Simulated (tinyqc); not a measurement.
Worked calculation: strain-driven crossing of the Gamma and L valleys in a germanium-like crystal. Values are carried at full precision from step to step, so a last printed digit may differ when a step is redone from the rounded ones.

Biaxial loads: e0 is the in-plane strain e_par and the normal is free. (001): e_perp = -2 (C12/C11) e_par; exx = eyy = e_par, ezz = e_perp, no shear. (111): e_perp = -(2 C11 + 4 C12 - 4 C44)/(C11 + 2 C12 + 4 C44) e_par; exx = eyy = ezz = (2 e_par + e_perp)/3 and exy = eyz = ezx = (e_perp - e_par)/3. (110): e_perp = -(C11 + 3 C12 - 2 C44)/(C11 + C12 + 2 C44) e_par; exx = eyy = (e_par + e_perp)/2, ezz = e_par, exy = (e_perp - e_par)/2, eyz = ezx = 0. Uniaxial loads: a stress along n, scaled so that n.e.n = e0, with exx = s11 sxx + s12 (syy + szz), exy = s44 sxy/2, s11 = (C11 + C12)/((C11 - C12)(C11 + 2 C12)), s12 = -C12/((C11 - C12)(C11 + 2 C12)), s44 = 1/C44.

Constants: kB = 8.617333262e-05 eV/K; hc = 1239.841984 eV nm.

Values chosen for the exercise (near those of Ge, gaps at low temperature; shifted at random, so the results belong to these values and not to a real crystal):
- C11 = 127.7 GPa
- C12 = 47.5 GPa
- C44 = 65.8 GPa
- load = uniaxial [111] (kind of strain)
- e0 = 0.044 (size of the strain)
- Eg = 0.886 eV (gap at Gamma to the s-like level)
- EgL = 0.749 eV (gap to L)
- Dso = 0.29 eV (spin-orbit splitting)
- ac = -8.31 eV (conduction deformation potential)
- av = 1.25 eV (valence hydrostatic potential)
- b = -2.56 eV (tetragonal shear potential)
- d = -5.28 eV (trigonal shear potential)
- aL = -1.39 eV (hydrostatic potential of the L edge, Xd + Xu/3)
- XuL = 16.6 eV (uniaxial potential, L)
- mG = 0.0398 m0 (mass at Gamma)
- mL = 0.534 m0 (density-of-states mass of the four L valleys together)
- T = 77 K (temperature)

## The strain tensor for a uniaxial [111] load

Form the tensor and its trace.

strain tensor in the cubic axes:
```
          x         y         z
x  0.010035  0.016982  0.016982
y  0.016982  0.010035  0.016982
z  0.016982  0.016982  0.010035
```

tr(e) = 0.030106

## Band edges

Edges from the unstrained valence top: Gamma at Eg + ac tr(e); an L valley with unit axis u at EgL + aL tr(e) + XuL (u.e.u - tr(e)/3), u along [111], [1-1-1], [-11-1], [-1-11]; valence edges are the levels of the 6 x 6 matrix of X, Y, Z times spin with -Dso/3 + l exx + m (eyy + ezz) on the diagonal (cyclic), n exy off it, l = av + 2 b, m = av - b, n = sqrt(3) d. Spin-orbit term (Dso/3) L.sigma on X, Y, Z with (L_k)_ij = -i epsilon_kij: <X+|H|Y+> = -i Dso/3, <X+|H|Z-> = Dso/3, <Y+|H|Z-> = -i Dso/3, <Z+|H|X-> = -Dso/3, <Z+|H|Y-> = i Dso/3, <X-|H|Y-> = i Dso/3, and their conjugates; + and - are the spin along z.

Give the edges and the direct and indirect gaps from the top valence edge.

Gamma edge = 0.6358 eV

L edges (eV): [111] 1.2710, [1-1-1] 0.5192, [-11-1] 0.5192, [-1-11] 0.5192

valence edges from the top (eV): 0.1929  0.0447  -0.4148

direct and indirect gap (eV): 0.4429  0.3263

The gap is indirect: Gamma lies 117 meV above the lowest L valley. The top two valence edges are 148 meV apart. At strains above 3 % second-order terms, left out here, matter.

## Electrons in the Gamma valley

Non-degenerate, parabolic: share = mG^(3/2)/(mG^(3/2) + (mL^(3/2)/4) sum_i exp(-(E_Li - E_Gamma)/kT)). Also the offset at which four equal L valleys hold half of the electrons, kT ln((mL/mG)^(3/2)), and the wavelength hc/E of the direct gap.

(mL/mG)^(3/2) = 49.15
share in Gamma = 6.33e-08 %
offset for an even split = 25.8 meV
wavelength = 2800 nm

With the L valleys as they lie here, Gamma must be 24 meV below the lowest of them to hold half of the electrons at 77 K; it lies 117 meV above. A direct gap alone is not enough.

## Checks

- Gamma and lowest L edge at e0 = 0.29554, where the linear shifts make them meet (eV): both -0.7944.

tinyqc: `OMP_NUM_THREADS=1 python tinyqc.py 1050460 1050461 out.jsonl`; about 0.01 s, one thread, shared Intel(R) Xeon(R) Processor @ 2.30GHz.
